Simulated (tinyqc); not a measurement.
Short-channel transistor, virtual-source model with series resistance: effect of the apparent mobility on the on and off currents.

The current per gate width is the charge at the top of the source barrier (the virtual source) times its velocity times a saturation function; al and be are fitting constants of the model. Units: I in uA/um, Rs in ohm um, so I Rs = 1e-6 I Rs in volts; Q in uC/cm^2, so I = 1e-4 Q vx0 Fsat with vx0 in cm/s.

Intrinsic voltages Vg' = Vgs - I Rs, Vd' = Vds - 2 I Rs. n = n0 + nd Vd', VT = VT0 - dl Vd', Ff = 1/(1 + exp((Vg' - VT + al Vt/2)/(al Vt))), Q = Cinv n Vt ln(1 + exp((Vg' - VT + al Vt Ff)/(n Vt))), Vdsat = (vx0 L/mu)(1 - Ff) + Vt Ff, Fsat = u/(1 + u^be)^(1/be) with u = Vd'/Vdsat, and I = Q vx0 Fsat per width. I is solved self-consistently. Ion is I at Vgs = Vds = 0.5 V, Ioff at Vgs = 0, Vds = 0.5 V, and Rlin = Vds/I at Vgs = 0.5 V, Vds = 0.05 V.

Inputs (values chosen for the exercise): temperature T = 400 K; inversion capacitance Cinv = 2.35 uF/cm^2; velocity at the virtual source vx0 = 5.9e6 cm/s; channel length L = 130 nm; threshold at zero drain voltage VT0 = 0.309 V; drain-induced barrier lowering dl = 0.064 V/V; subthreshold factor n0 = 1.43; growth of n with drain voltage nd = 0.1 1/V; threshold shift (in units of Vt) from weak to strong inversion al = 3.5; sharpness of saturation be = 1.8; series resistance of each contact Rs = 200 ohm um.

Constants: q = 1.602176634e-19 C, kB = 1.380649e-23 J/K, Vt = kB T/q. Results are converted to the units shown.

Results:

| mu (cm^2/(V s)) | Ion (uA/um) | Ioff (nA/um) | log10(Ion/Ioff) | Rlin (ohm um) |
|---|---|---|---|---|
| 50 | 92.94 | 2003 | 1.666 | 5198 |
| 85 | 134.4 | 2153 | 1.796 | 3246 |
| 140 | 175.3 | 2222 | 1.897 | 2150 |
| 240 | 211.5 | 2257 | 1.972 | 1443 |
| 410 | 234.1 | 2273 | 2.013 | 1031 |
| 1200 | 250.4 | 2285 | 2.040 | 641.0 |
| 2000 | 252.4 | 2287 | 2.043 | 556.6 |

Estimate the missing row, mu = 700 cm^2/(V s).

Computed row:

| mu (cm^2/(V s)) | Ion (uA/um) | Ioff (nA/um) | log10(Ion/Ioff) | Rlin (ohm um) |
|---|---|---|---|---|
| 700 | 245.4 | 2281 | 2.032 | 787.4 |

With this row back in the table: As mu goes from 50 to 2000 cm^2/(V s), Ion rises from 92.9 to 252 uA/um, Ioff rises from 2000 to 2290 nA/um and Rlin falls from 5200 to 557 ohm um. Ion changes by a factor of 2.72 and Ioff by 1.14. In every row the off current passes 1 uA/um, so the device is hardly off at Vgs = 0.

Program tinyqc, `OMP_NUM_THREADS=1 python tinyqc.py 2380088 2380089 out.jsonl`; Intel Xeon 2.30GHz, shared host, one thread, about 0.01 s.
